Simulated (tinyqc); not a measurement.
Landau coefficient from the swing.

Inverse problem. Below threshold and near Q = 0, a ferroelectric film of thickness tf changes the swing n Vt ln 10 by the factor 1 + 2 al tf Cp, and al = -3 sqrt(3) Ec/(4 Pr) (1 nm times 1 kV/cm is 1e-4 V). Find n, al and Pr.

Parameters, values chosen for the exercise:
```
symbol  value     unit                            meaning
T         400        K                        temperature
Ec       1200    kV/cm                     coercive field
Cp       0.73  uF/cm^2  overlap capacitance per gate area
```

Constants: q = 1.602176634e-19 C, kB = 1.380649e-23 J/K, Vt = kB T/q. Results are converted to the units shown.

swing without the film and with tf = 8.5 nm (mV/decade): 85.718058  70.643154

Solution. The first swing gives n, the ratio of the two gives al, and Ec then gives Pr.

n = 1.080
al = -141.7 kV cm/uC
Pr = 11.00 uC/cm^2

Numbers from tinyqc (`OMP_NUM_THREADS=1 python tinyqc.py 2860019 2860020 out.jsonl`; about 0.02 s on one thread of a shared Intel Xeon 2.30GHz).
